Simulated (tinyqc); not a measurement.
Electron continuity equation in a given potential, Scharfetter-Gummel discretisation: two steps of the calculation.

Steady state in one dimension: J = q mu n E + q D dn/dx with E = -dpsi/dx and D = mu Vt, dJ/dx = 0, fixed densities nL and nR at the ends. The potential is given, psi = U x/L, and is not changed by the electrons.

Values chosen for this exercise; mobility close to that of silicon at room temperature:
- T = 300 K (temperature)
- mu = 1350 cm^2/(V s) (electron mobility)
- L = 14 um (length of the region)
- nL = 1.5e15 cm^-3 (density at x = 0)
- nR = 2.2e15 cm^-3 (density at x = L)

Constants: q = 1.602176634e-19 C, kB = 1.380649e-23 J/K, Vt = kB T/q. Results are converted to the units shown.

Task 1. Bernoulli factors. d_i = (psi_(i+1) - psi_i)/Vt; B(d) = d/(exp(d) - 1), B(0) = 1. The flux on interval i is J_i = (q D/h) [n_(i+1) B(d_i) - n_i B(-d_i)].

psi, node 0 to 10 (V): [0.00000000, -0.03300000, -0.06600000, -0.09900000, -0.13200000, -0.16500000, -0.19800000, -0.23100000, -0.26400000, -0.29700000, -0.33000000]

Find: d_i; B(d_i); B(-d_i).

Result 1.

```
interval     d_i  B(d_i)  B(-d_i)
0         -1.276   1.770   0.4940
1         -1.276   1.770   0.4940
2         -1.276   1.770   0.4940
3         -1.276   1.770   0.4940
4         -1.276   1.770   0.4940
5         -1.276   1.770   0.4940
6         -1.276   1.770   0.4940
7         -1.276   1.770   0.4940
8         -1.276   1.770   0.4940
9         -1.276   1.770   0.4940
```

The largest |d_i| is 1.28, below 2, so central differences would also keep densities positive.

Task 2. Densities and current. B(d) = d/(exp(d) - 1) with d_i = (psi_(i+1) - psi_i)/Vt; b and f are the diagonal and right side of the balance equations. Solve B(-d_(i-1)) n_(i-1) + b_i n_i + B(d_i) n_(i+1) = f_i (end values already in f), then J_i = (q D/h) [n_(i+1) B(d_i) - n_i B(-d_i)], h = L/10, D = mu Vt.

```
interval     B(d_i)     B(-d_i)
0         1.7704854  0.49398840
1         1.7704854  0.49398840
2         1.7704854  0.49398840
3         1.7704854  0.49398840
4         1.7704854  0.49398840
5         1.7704854  0.49398840
6         1.7704854  0.49398840
7         1.7704854  0.49398840
8         1.7704854  0.49398840
9         1.7704854  0.49398840
```

```
node  diagonal b  right side f (cm^-3)
1     -2.2644738         -7.4098259e14
2     -2.2644738                     0
3     -2.2644738                     0
4     -2.2644738                     0
5     -2.2644738                     0
6     -2.2644738                     0
7     -2.2644738                     0
8     -2.2644738                     0
9     -2.2644738         -3.8950679e15
```

Find: n; J.

Result 2.

n, node 0 to 10 (cm^-3): [1.500e15, 2.005e15, 2.146e15, 2.185e15, 2.196e15, 2.199e15, 2.200e15, 2.200e15, 2.200e15, 2.200e15, 2.200e15]
J, interval 0 to 9 (A/cm^2): [112.2, 112.2, 112.2, 112.2, 112.2, 112.2, 112.2, 112.2, 112.2, 112.2]

Computed by the program tinyqc: `OMP_NUM_THREADS=1 python tinyqc.py 2220116 2220117 out.jsonl`, one thread of a shared Intel Xeon 2.30GHz, about 0.01 s for the whole run.
